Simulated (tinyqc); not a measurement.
Switching kinetics of a ferroelectric film and the memory window of a ferroelectric gate stack: one step, computed by the program tinyqc.

Fields in MV/cm; 1 microcoulomb/cm^2 over eps_0 is 11.29409 MV/cm. In the stack (metal, ferroelectric, interlayer, channel) the channel is taken as a conductor.

Problem. Memory window. Saturated branches: P(E) = P_s tanh[(E -/+ E_c)/(2 delta)], delta = E_c/ln[(1 + P_r/P_s)/(1 - P_r/P_s)]; D = P + eps_0 eps_F E. At threshold the channel charge is negligible, so D = 0 on each branch: (1 - s) P(E) + eps_0 eps_F E = 0, with the screened share s. The rising branch has the root E0 between 0 and E_c; window = 2 E0 t_F; its upper bound is 2 E_c t_F.

Inputs (values chosen for the exercise, for a model film):
```
quantity                                 value               unit
saturation polarisation P_s                 36  microcoulomb/cm^2
ratio P_r/P_s                             0.75                  -
coercive field E_c                         1.1              MV/cm
permittivity of the ferroelectric eps_F     44                  -
thickness t_F                               17                 nm
share s of P screened by trapped charge   0.85                  -
```

delta = 0.5652882 MV/cm

Give: field E0; memory window; bound 2 E_c t_F; fixed-charge estimate 2 (1 - s) P_r t_F/(eps_0 eps_F).

Solution.

field E0 = 0.5880 MV/cm

memory window = 1.999 V

bound 2 E_c t_F = 3.74 V

fixed-charge estimate 2 (1 - s) P_r t_F/(eps_0 eps_F) = 3.535 V

Charge and coercive field both limit the window.
